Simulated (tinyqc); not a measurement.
Worked calculation: sheet resistance and Hall data of a diffused or implanted layer. Computed by tinyqc, a small Python program that keeps every step. Command: `OMP_NUM_THREADS=1 python tinyqc.py 3010783 3010784 out.jsonl layer walk`. One thread of a shared host (Intel(R) Xeon(R) Processor @ 2.30GHz), about 0.01 s of CPU time with the checks. Intermediate numbers are printed to about 6 digits and carried at full precision; extremes and crossings named in words are read from the listed rows.

Carriers are taken equal to the net active doping down to the junction (full ionisation, which deep dopants in wide-gap hosts do not reach; no spill-over, no depletion), and the Hall factor is 1.

Inputs (values chosen for the exercise, modelled on phosphorus in silicon):
```
quantity                                 value        unit
mu_min                                    67.6  cm^2/(V s)
mu_max                                    1400  cm^2/(V s)
N_ref                                  8.8e+16      1/cm^3
exponent alpha                            0.71           -
peak concentration N_0                 1.3e+21      1/cm^3
length scale l                              47          nm
background doping N_B (opposite type)  1.9e+15      1/cm^3
probe current I                              1          mA
magnetic field B                           0.5           T
solubility limit N_s                   3.1e+20      1/cm^3
```

Profile: Gaussian at the surface. Activation: limited by solubility.

Constants: e = 1.602176634e-19 C.

## Dose and junction depth

N(x) = N_0 exp(-x^2/l^2), dose N_0 l sqrt(pi)/2, junction x_j = l sqrt(ln(N_0/N_B)).

dose = 5.41485e+15 1/cm^2

junction depth x_j = 172.279 nm

## Profile

Mobility mu = mu_min + (mu_max - mu_min)/(1 + (N_t/N_ref)^alpha), N_t = active doping + N_B; carriers n = active doping - N_B, active doping min(N, N_s). sigma = e n mu.

Depth, doping, carriers, mobility and conductivity at 2, 10, 20, 35, 50, 65, 80, 90 and 98 % of the layer:
```
x (nm)    N (1/cm^3)   n (1/cm^3)  mu (cm^2/(V s))  sigma (S/cm)
3.446    1.29303e+21  3.09998e+20            71.63   3.55753e+03
17.228   1.13656e+21  3.09998e+20            71.63   3.55753e+03
34.456   7.59514e+20  3.09998e+20            71.63   3.55753e+03
60.298   2.50687e+20  2.50686e+20            72.28   2.90310e+03
86.140   4.52008e+19  4.51989e+19            83.26   6.02973e+02
111.982  4.45221e+18  4.45031e+18           144.98   1.03372e+02
137.823  2.39564e+17  2.37664e+17           504.80   1.92217e+01
155.051  2.44028e+16  2.25028e+16          1003.11   3.61657e+00
168.834  3.23465e+15  1.33465e+15          1243.58   2.65921e-01
```

The mobility varies by a factor 17.4 across these points and the conductivity by 13400.

## Sheet values

Integrals from x_0 (0 unless stated) to x_j by the midpoint rule on 400 even intervals: 1/R_s = e int n mu dx; sheet density n_s = int n dx; Hall sheet density (int n mu dx)^2/int n mu^2 dx; Hall mobility int n mu^2 dx/int n mu dx. Mean conductivity 1/(R_s x_j); mean mobility 1/(e n_s R_s).

sheet resistance R_s = 38.3045 ohm

sheet density n_s = 2.23399e+15 1/cm^2

mean mobility = 72.9387 cm^2/(V s)

Hall sheet density = 2.19608e+15 1/cm^2

Hall mobility = 74.1978 cm^2/(V s)

mean conductivity 1/(R_s x_j) = 1515.36 S/cm

Carriers amount to 41.3 % of the dose, the rest being above the solubility limit or compensated. A Hall measurement weights the mobile tail and reports 98.3 % of n_s.

## What the probes read

Collinear four-point probe on a large thin layer: V = I R_s ln(2)/pi. Van der Pauw on a symmetric sample: R = R_s ln(2)/pi as well. Hall voltage V_H = I B/(e x Hall sheet density); tangent of the Hall angle V_H/(I R_s).

four-point voltage = 8.45133 mV

Hall voltage = 0.142105 mV

tangent of the Hall angle = 0.00370989

## Shortcuts against the integral

Shortcuts: R_s = 1/(e Q mu) with the dose Q and the mobility at the (active) peak concentration; 1/(e n_s mu) with mu at N_t = n_s/x_j + N_B; 1/(e Q mu_max).

Sheet resistances:
```
method                                   R_s (ohm)  deviation (%)
integral                                   38.3045         0.0000
dose, mobility at the peak                 16.0925       -57.9879
n_s, mobility at the mean concentration    37.2227        -2.8242
dose, mu_max                                0.8233       -97.8506
```

The closest shortcut is «n_s, mobility at the mean concentration» (-2.8 %). Counting inactive dopants as carriers underestimates R_s.

## Stripping the layer step by step

After removing a depth d the integrals start at d. Differences between neighbouring rows give the local conductivity -d(1/R_s)/dx at the middle of the slice (the last slice uses one more step, not listed).

Differential sheet resistance:
```
removed d (nm)  R_s (ohm)  slice conductivity (S/cm)  sigma at mid-slice (S/cm)
0                    38.3                    3557.61                    3557.53
17                   49.9                    3557.43                    3557.53
34                   71.4                    3557.56                    3557.53
51                  125.6                    2942.68                    3025.54
68                  337.8                    1182.32                    1135.48
85                 1051.9                     384.62                     363.81
102                3368.9                     120.53                     113.92
119               10878.6                      40.45                      38.73
```

R_s doubles after removing between 34.0 and 51.0 nm of a layer 172 nm deep, so half the current flows above that depth. Where sigma exceeds a tenth of its largest listed value, the slice values agree with it within 6 %.

Checks made by the program: conductance integral against adaptive quadrature (relative difference 2e-06).
